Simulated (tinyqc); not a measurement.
Binary melting diagram from solution models of liquid and solid: one step, computed by the program tinyqc.

x is the fraction of B. In a phase with interaction L: mu_A = G_A + R T ln(1 - x) + L x^2, mu_B = G_B + R T ln x + L (1 - x)^2. Melting: G(liquid) - G(solid) = H (1 - T/T_m) for each pure component.

Question. Temperature and melting free energies. T = T_A + u (T_B - T_A). The ideal solution has k_A = exp(dG_A/(R T)) = (1 - xs)/(1 - xl) and k_B = exp(dG_B/(R T)) = xs/xl, so xl = (1 - k_A)/(k_B - k_A).

Inputs (values chosen for the exercise, for a model alloy): melting point T_A = 1780 K; melting point T_B = 1195 K; heat of melting H_A = 49.5 kJ/mol; heat of melting H_B = 36.1 kJ/mol; position of T, (T - T_A)/(T_B - T_A) = 0.38.

Diagram: complete solid solution (lens).

Constants: R = 8.314462618 J/(mol K).

Give: T; dG_A; dG_B; ideal liquidus xl; ideal solidus xs.

Answer.

T = 1557.7 K

dG_A = 6.1819 kJ/mol

dG_B = -10.957 kJ/mol

ideal liquidus xl = 0.51728

ideal solidus xs = 0.22198
